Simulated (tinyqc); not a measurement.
# Free and trapped electrons in a MOS channel with a dense trap tail: effect of the decay energy of the tail

p-type body, charge-sheet picture, full ionisation (an idealisation for deep acceptors), Boltzmann statistics for free electrons. e = Ec - EF at the surface. Acceptor-like traps of density D(E) = D0 + De exp(-E/Ew) at depth E below Ec, from 0 to Eu, hold n_t = integral of D(E)/(1 + exp((e - E)/Vt)). psi = Eg - Vt ln(Nv/Na) - e; N_dep = sqrt(2 eps0 eps_r Na (psi - Vt)/q); n_f = sqrt(N_dep^2 + 2 eps0 eps_r Vt Nc exp(-e/Vt)/q) - N_dep; Vg = Vfb + psi + q (N_dep + n_t + n_f)/Cox, Cox = eps0 eox/tox.

VT is the Vg for n_f = 1e11 cm^-2; swing ln 10 n_f/(dn_f/dVg) at n_f = 1e8 cm^-2; the last three columns are for Vg = VT + 4.5 V, with free share n_f/(n_f + n_t) and field-effect mobility mf q (dn_f/dVg)/Cox; there EF is near the band edge, where Boltzmann statistics are rough.

Parameters, values chosen for the exercise; band and dielectric values close to those of silicon:
- T = 300 K (temperature)
- Eg = 1.13 eV (band gap)
- eps_r = 11.6 (relative permittivity)
- Nc = 2.79e19 cm^-3 (conduction-band density of states at T)
- Nv = 2.7e19 cm^-3 (valence-band density of states at T)
- eox = 3.9 (relative permittivity of the insulator)
- tox = 56 nm (insulator thickness)
- Na = 6.3e16 cm^-3 (acceptor density)
- Vfb = -0.98 V (flat-band voltage without trapped charge)
- D0 = 1.1e11 cm^-2 eV^-1 (constant background density of acceptor-like traps)
- De = 4.6e12 cm^-2 eV^-1 (density of the tail at the conduction edge)
- Eu = 0.65 eV (depth below Ec down to which the traps reach)
- mf = 240 cm^2/(V s) (mobility of free electrons)

Constants: q = 1.602176634e-19 C, kB = 1.380649e-23 J/K, Vt = kB T/q, eps0 = 8.8541878128e-14 F/cm where lengths are in cm. Results are converted to the units shown.

Results:

| Ew (eV) | e at VT (eV) | VT (V) | q n_t/Cox at VT (V) | swing (mV/decade) | n_f (cm^-2) | free share (%) | field-effect mobility (cm^2/(V s)) |
|---|---|---|---|---|---|---|---|
| 0.03 | 0.1025 | 2.487 | 0.1897 | 166.1 | 1.673e12 | 91.57 | 229.3 |
| 0.05 | 0.1025 | 2.566 | 0.2694 | 169.7 | 1.630e12 | 87.66 | 227.0 |
| 0.07 | 0.1025 | 2.689 | 0.3917 | 181.3 | 1.596e12 | 83.72 | 225.4 |
| 0.09 | 0.1025 | 2.840 | 0.5433 | 200.7 | 1.571e12 | 79.94 | 224.2 |
| 0.11 | 0.1025 | 3.010 | 0.7130 | 225.0 | 1.552e12 | 76.40 | 223.3 |
| 0.15 | 0.1025 | 3.374 | 1.077 | 279.2 | 1.524e12 | 70.18 | 222.0 |
| 0.17 | 0.1025 | 3.557 | 1.260 | 306.2 | 1.514e12 | 67.51 | 221.5 |

Estimate the missing row, Ew = 0.13 eV.

Computed row:

| Ew (eV) | e at VT (eV) | VT (V) | q n_t/Cox at VT (V) | swing (mV/decade) | n_f (cm^-2) | free share (%) | field-effect mobility (cm^2/(V s)) |
|---|---|---|---|---|---|---|---|
| 0.13 | 0.1025 | 3.190 | 0.8928 | 251.8 | 1.537e12 | 73.14 | 222.6 |

With this row back in the table: As Ew goes from 0.03 to 0.17, VT rises from 2.49 to 3.56 V, its part due to traps rises from 0.190 to 1.26 V, the swing rises from 166 to 306 mV/decade and the field-effect mobility falls from 229 to 222 cm^2/(V s).

Program tinyqc, `OMP_NUM_THREADS=1 python tinyqc.py 2222041 2222042 out.jsonl`; Intel Xeon 2.30GHz, shared host, one thread, about 0.02 s.
